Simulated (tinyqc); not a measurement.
Worked calculation: plane-wave Kohn-Sham cycle with exchange-only LDA in a layered model solid. One step of it, computed by the program tinyqc.

Problem. Iteration 2: Hamiltonian at one k. H(m,m') = (k + G_m)^2/2 delta + V(G_m - G_m'), with V(-G) = V(G).

A solid whose potential varies along x alone (atomic units):
```
parameter                      value
period a                   15.500000
cross-section of the cell  22.000000
electrons per cell                 2
grid points                       16
plane waves -n..n, n               2
k points                           3
V1 in V1 cos(2 pi x/a)     -0.300000
```

V(G_m), m = 0, 1, 2, ... (hartree): -0.157145  0.098844  0.023128  0.004772  0.001328

k = 0.000000 2 pi / a

Give: H.

Solution.

H (hartree):
```
        -2       -1       +0       +1      +2
-2  0.1715   0.0988   0.0231   0.0048  0.0013
-1  0.0988  -0.0750   0.0988   0.0231  0.0048
+0  0.0231   0.0988  -0.1571   0.0988  0.0231
+1  0.0048   0.0231   0.0988  -0.0750  0.0988
+2  0.0013   0.0048   0.0231   0.0988  0.1715
```
